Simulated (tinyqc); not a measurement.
Comparisons within one model: free-carrier optics of a doped semiconductor (Drude model with one polar phonon). A value that a table varies takes the place of the one given here.

eps(E) = ei [1 - Ep^2/(E^2 + i E Gam)] + (es - ei) wT^2/(wT^2 - E^2 - i E gT), with Ep^2 = 8 pi c (e^2/(4 pi eps0)) N/(m ei), c = hbar^2/2m0, N in 1/angstrom^3 (1e-24 per 1/cm^3); Gam = hbar/tau, tau = mu m m0/e with m0/e = 5.685630e-12 kg/C and mu in m^2/(V s). Energies in meV.

n + i k = sqrt(eps1 + i eps2) with k >= 0; R = ((n - 1)^2 + k^2)/((n + 1)^2 + k^2) at normal incidence from vacuum; alpha = 2 E k/(hbar c), times 1e8 for 1/cm; loss function Im(-1/eps) = eps2/(eps1^2 + eps2^2).

Constants: hbar^2/2m0 = 3.80998211 eV angstrom^2; e^2/(4 pi eps0) = 14.39964547 eV angstrom; hbar = 6.58211957e-16 eV s; hbar c = 1973.269805 eV angstrom.

Values chosen for the exercise (mass and dielectric values near those of InAs; N and mu are free inputs; interband absorption and the rise of the mass with filling are left out; shifted at random, so the results belong to these values and not to a real crystal): m = 0.0256 m0 (conductivity mass); ei = 12.35 (high-frequency dielectric constant); wT = 27.5 meV (TO phonon); es = 15.48 (static dielectric constant); N = 1.5e+17 1/cm^3 (carrier density); mu = 30000 cm^2/(V s) (mobility); gT = 0.3 meV (phonon damping); E = 26.9 meV (photon energy).

## The coupled modes against doping

L-, L+ solve E^4 - (wL^2 + Ep^2) E^2 + Ep^2 wT^2 = 0, wL = wT sqrt(es/ei); damping left out; energies in meV.

Modes:
```
N (1/cm^3)      Ep     L-      L+  Ep sqrt(ei/es)
7.0e+15       5.53   4.92   30.89            4.94
2.0e+16       9.34   8.26   31.10            8.34
7.0e+16      17.47  14.98   32.07           15.61
1.0e+17      20.88  17.49   32.83           18.65
2.0e+17      29.53  22.35   36.34           26.38
4.0e+17      41.77  25.38   45.26           37.31
9.0e+17      62.65  26.71   64.49           55.96
2.0e+18      93.39  27.18   94.51           83.42
7.0e+18     174.72  27.41  175.29          156.06
```

wL = 30.79 meV

At low density L- follows Ep sqrt(ei/es) (4.92 against 4.94), a plasmon screened by the lattice, and L+ starts at wL. At the highest density L- has come within 0.09 meV of wT, since the carriers screen the field that lifts wL, and L+ is within 0.56 meV of Ep. The branches are closest, 13.99 meV, at 2e+17 1/cm^3 of those listed. The mass is held fixed, while in a real band it rises with filling.

## Reflectance across the plasma edge

Spectrum:
```
E (meV)     eps1    eps2      R  alpha (1/cm)
2.6      -878.97  518.59  0.968      8.12e+03
7.7      -115.49   25.70  0.961      8.44e+03
12.8      -32.29    5.75  0.942      7.40e+03
17.9       -7.26    2.18  0.830      4.94e+03
21.7        3.57    1.38  0.113           787
25.6       23.39    2.50  0.434           669
28.1      -64.55   17.40  0.939      2.31e+04
32.0       -4.35    0.69  0.885      6.79e+03
38.4        3.58    0.27  0.096           275
51.2        8.00    0.10  0.228          92.7
76.7       10.52    0.03  0.279          34.8
127.9      11.70    0.01  0.300          11.7
```

Ep = 25.6 meV and Gam = 1.5 meV. R is 0.968 at the lowest energy and lowest, 0.096, at 38.4 meV of those listed; without damping and phonon it would vanish at Ep sqrt(ei/(ei - 1)) = 26.7 meV. At the highest energy R is 0.300, against 0.310 for ei alone. Between the last two rows alpha goes as E^-2.13, where the Drude limit far above Ep and Gam is E^-2. The phonon adds its own band of high reflectance between wT = 27.5 meV and about wL = 30.8 meV, which the rows may miss.

## What moves the optical constants

At the energy E. Each row changes one parameter from the base and keeps the others.

Results:
```
case                   Ep (meV)  Gam (meV)       R  alpha (1/cm)
base                      25.58       1.51  0.6245      2.84e+03
N = 2.25e+17 1/cm^3       31.33       1.51  0.6135      3.01e+03
m = 0.0307 m0             23.36       1.26  0.6279      2.78e+03
mu = 18000 cm^2/(V s)     25.58       2.51  0.6250      2.91e+03
ei = 12.97                24.96       1.51  0.5931      2.55e+03
E = 32.3 meV              25.58       1.51  0.8663      6.25e+03
```

The largest shifts from the base row, up to three for each result and ties (the steps differ in size, so this ranks the rows, not the parameters). Ep (meV): N +5.75, m -2.22, ei -0.62; unchanged at the printed digits by mu and E. Gam (meV): mu +1.00, m -0.25; unchanged at the printed digits by N, ei and E. R: E +0.2417, ei -0.0314, N -0.0110. alpha (1/cm): E +3.41e+03, ei -294, N +169.

Computed by tinyqc, a small Python program: `OMP_NUM_THREADS=1 python tinyqc.py 1680691 1680692 out.jsonl` (the numbers bound the seed that draws the inputs); one thread of a shared host (Intel(R) Xeon(R) Processor @ 2.30GHz), about 0.01 s for the whole set of steps.
